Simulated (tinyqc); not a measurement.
From time with enhancement back to peak enhancement by the dopant: implant damage, amorphisation by cascade overlap, and solid-phase epitaxial regrowth. Computed by tinyqc, a small Python program. Command: `OMP_NUM_THREADS=1 python tinyqc.py 3110613 3110614 out.jsonl sper inv`. One thread of a shared host (Intel(R) Xeon(R) Processor @ 2.30GHz), about 0.01 s of CPU time with the checks.

Range and width of the damage are inputs. Dynamic annealing enters only through the surviving share f.

Inputs (values chosen for the exercise, modelled on phosphorus ions in germanium):
```
quantity                           value    unit
atomic density N                    44.2  1/nm^3
ion Z1                                15       -
ion mass M1                           31       u
target Z2                             32       -
target mass M2                     72.63       u
ion energy E                          42     keV
displacement energy E_d               14      eV
depth of the damage peak R_d          34      nm
width of the damage profile s_d       22      nm
share of defects that survive f     0.59       -
critical displaced share x_c        0.14       -
dose Q                           4.6e+15  1/cm^2
regrowth prefactor v0            3.6e+16    nm/s
regrowth energy E_a                 2.16      eV
anneal temperature                   327       C
rate relative to (100)              0.33       -
```

Constants: a_0 = 0.529177210903 angstrom; e^2/(4 pi eps_0) = 14.39964548 eV angstrom; k_B = 8.617333262e-05 eV/K.

Method:
- Robinson partition: eps = E a M2/(Z1 Z2 (e^2/(4 pi eps_0)) (M1 + M2)), a = 0.8853 a_0/sqrt(Z1^(2/3) + Z2^(2/3)); k = 0.0793 Z1^(2/3) Z2^(1/2) (M1 + M2)^(3/2)/((Z1^(2/3) + Z2^(2/3))^(3/4) M1^(3/2) M2^(1/2)); damage energy T_d = E/(1 + k (eps + 0.40244 eps^(3/4) + 3.4008 eps^(1/6))); displacements nu = 0.8 T_d/(2 E_d).
- Displaced share x(z) = f nu Q exp(-(z - R_d)^2/(2 s_d^2))/(sqrt(2 pi) s_d N); the layer is amorphous where x > x_c, between R_d -/+ s_d sqrt(2 ln(x_max/x_c)), the upper edge being cut at the surface. Threshold dose Q_c = Q x_c/x_max.
- v = v0 x orientation factor x exp(-E_a/(k_B T)) x [1 + (enhancement - 1) exp(-(z - R_d)^2/(2 s_d^2))], T = anneal temperature + 273.15 K; the dopant is taken to follow the damage profile; the lower front moves from the lower edge z2 to the surface, or to the middle (z1 + z2)/2 of a buried layer with upper edge z1; time = int dz/v; the equivalent undoped distance is that time times the undoped velocity.

Problem. A run gave the result below. Find the peak enhancement by the dopant, known to lie between 7.1 and 17.

time with enhancement = 2923.251 s

Solution.

Each step takes the trial c = (a f_b - b f_a)/(f_b - f_a), f being the result less the target and a, b, c the logarithms of the listed values; c replaces end b, the old b replaces a if the sign of f changed, and otherwise f_a is halved.

Scan of the range:
```
peak enhancement by the dopant  time with enhancement (s)
7.10                                              3599.53
8.21                                              3290.48
9.50                                              3002.73
11.00                                             2735.00
12.70                                             2491.88
14.70                                             2262.78
17.00                                             2052.17
```

False position (Illinois rule, in the logarithm of the input) inside the bracket:
```
step    end a    end b    trial  time with enhancement (s)
1     9.50000  11.0000  9.92256                    2921.09
2     9.50000   9.9226  9.90030                    2925.26
3     9.92256   9.9003  9.91100                    2923.25
4     9.90030   9.9110  9.91100                    2923.25
```

Time with enhancement falls at every point of a 13-point scan of the range (every second point is shown), so one value fits; it is bracketed by 9.50 and 11.0. Answer: peak enhancement by the dopant = 9.911.
